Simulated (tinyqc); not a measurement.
From V/G_S back to pull rate V: crystal pulling from the melt: segregation, interface stability, heat balance and point-defect regime. Computed by tinyqc, a small Python program. Command: `OMP_NUM_THREADS=1 python tinyqc.py 3004765 3004766 out.jsonl pull inv`. One thread of a shared host (Intel(R) Xeon(R) Processor @ 2.30GHz), about 0.01 s of CPU time with the checks.

A dilute solute; steady pulling with a flat interface unless it is found unstable.

Inputs (values chosen for the exercise):

| quantity | value | unit |
|---|---|---|
| gradient in the melt G_L | 14 | K/cm |
| solid conductivity k_S | 23.9 | W/(m K) |
| melt conductivity k_L | 63 | W/(m K) |
| latent heat per volume L | 4290 | J/cm^3 |
| critical ratio xi_c | 0.12 | mm^2/(min K) |

Method. k_S G_S = k_L G_L + L V; the largest rate for this G_S, with G_L = 0, is k_S G_S/L. Voronkov: the crystal grows vacancy-rich if V/G_S > xi_c and interstitial-rich if below; at fixed G_L the neutral rate solves V = xi_c G_S(V).

Task: A run gave the result below. Find the pull rate V, known to lie between 0.46 and 0.96 mm/min.

V/G_S = 0.1065757 mm^2/(min K)

Result:

Each step takes the trial c = (a f_b - b f_a)/(f_b - f_a), f being the result less the target and a, b, c the logarithms of the listed values; c replaces end b, the old b replaces a if the sign of f changed, and otherwise f_a is halved.

Scan of the range:

| pull rate V (mm/min) | V/G_S (mm^2/(min K)) |
|---|---|
| 0.460 | 0.090792 |
| 0.520 | 0.099123 |
| 0.588 | 0.107901 |
| 0.665 | 0.117081 |
| 0.751 | 0.126493 |
| 0.849 | 0.136270 |
| 0.960 | 0.146289 |

False position (Illinois rule, in the logarithm of the input) inside the bracket:

| step | end a | end b | trial | V/G_S (mm^2/(min K)) |
|---|---|---|---|---|
| 1 | 0.520000 | 0.588000 | 0.577193 | 0.106550 |
| 2 | 0.588000 | 0.577193 | 0.577399 | 0.106576 |
| 3 | 0.588000 | 0.577399 | 0.577401 | 0.106576 |
| 4 | 0.577399 | 0.577401 | 0.577400 | 0.106576 |

V/G_S rises at every point of a 13-point scan of the range (every second point is shown), so one value fits; it is bracketed by 0.520 and 0.588. Answer: pull rate V = 0.5774 mm/min.
